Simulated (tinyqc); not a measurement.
Solid solubility of a dopant against its melt (retrograde solidus), clustering and the electrically active fraction. From one set of inputs to another, one input at a time. Computed by tinyqc, a small Python program. Command: `OMP_NUM_THREADS=1 python tinyqc.py 3029643 3029644 out.jsonl retro ladder`. One thread of a shared host (Intel(R) Xeon(R) Processor @ 2.30GHz), about 0.02 s of CPU time with the checks.

The inputs printed are set A. Inputs not listed in the table keep their values of set A, so the rows need not describe a real material.

Inputs (values chosen for the exercise, for a model dopant):
```
quantity                                   value    unit
melting point of the host T_m               1687       K
heat of melting of the host H_f             50.2  kJ/mol
interaction L of the melt                    -10  kJ/mol
enthalpy of transfer from melt to solid H   1.37      eV
entropy of transfer S                       2.86     k_B
site density N0                            5e+22  1/cm^3
temperature T                               1305       K
```

Constants: R = 8.314462618 J/(mol K); k_B = 8.617333262e-05 eV/K; e = 1.602176634e-19 C; N_A = 6.02214076e+23 1/mol.

Method. x_l and x_s are atom fractions of the dopant in melt and solid; the solid is dilute. Liquidus of the host: R T ln(1 - x_l) + L x_l^2 = -H_f (1 - T/T_m). Distribution: k = x_s/x_l = exp[L (1 - x_l)^2/(R T)] exp(S/k_B - H/(k_B T)), the first factor being the activity coefficient in the melt. Solubility = x_s N0; at T_m x_l = 0. The largest x_s N0 between 900 K and T_m. For an ideal melt with constant heats the maximum has x_l = H_f/(H + H_f), H in the same units.

Each row keeps all changes above it:
```
input moved                                     from     to  solubility (1/cm^3)  distribution coefficient k  temperature of the maximum (K)
set A                                              -      -           1.9898e+18                  7.3597e-05                          1531.9
enthalpy of transfer from melt to solid H (eV)  1.37  0.678           9.3595e+20                  3.4617e-02                          1418.3
entropy of transfer S (k_B)                     2.86   -0.2           4.3885e+19                  1.6231e-03                          1418.3
interaction L of the melt (kJ/mol)               -10    2.9           6.9898e+19                  2.0223e-03                          1467.8
temperature T (K)                               1305   1620           5.2712e+19                  7.4619e-03                          1467.8
```

Which inputs carry the difference?

Solubility goes from 1.99e18 to 5.27e19, a factor 26.5 in all. The largest single move comes from enthalpy of transfer from melt to solid H (a factor 470), and entropy of transfer S works against it (a factor 0.0469). Distribution coefficient k goes from 7.36e-5 to 0.00746, a factor 101 in all. The largest single move comes from enthalpy of transfer from melt to solid H (a factor 470), and entropy of transfer S works against it (a factor 0.0469). Temperature of the maximum goes from 1530 to 1470, a factor 0.958 in all. The largest single move comes from enthalpy of transfer from melt to solid H (a factor 0.926), and interaction L of the melt works against it (a factor 1.03). The single moves hold for this order of the switches; the total does not depend on the order.

Extremes, crossings and ranges named in words are read from the listed rows.
